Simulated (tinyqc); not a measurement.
## Gap voltage and exponent from three temperatures

Problem. At constant current VBE(T) = Vg0 - a T - eta (kB T/q) ln T, where a is a constant. Find Vg0, eta and dVBE/dT at the middle temperature.

Constants: q = 1.602176634e-19 C, kB = 1.380649e-23 J/K. Results are converted to the units shown.

T (K): [253, 273, 360]
VBE at a constant current (V): [0.7966325527, 0.7602457814, 0.5978644342]

Answer. The relation is linear in Vg0, a and eta, so three points give a linear system; the slope is (VBE - Vg0 - eta kB T/q)/T. eta rests on the curvature of VBE(T) alone, so real fits need accuracy of some tens of microvolts or better.

Vg0 = 1.19 V
eta = 3.00
dVBE/dT = -1.83 mV/K

Program tinyqc, `OMP_NUM_THREADS=1 python tinyqc.py 2062174 2062175 out.jsonl`; Intel Xeon 2.30GHz, shared host, one thread, about 0.02 s.
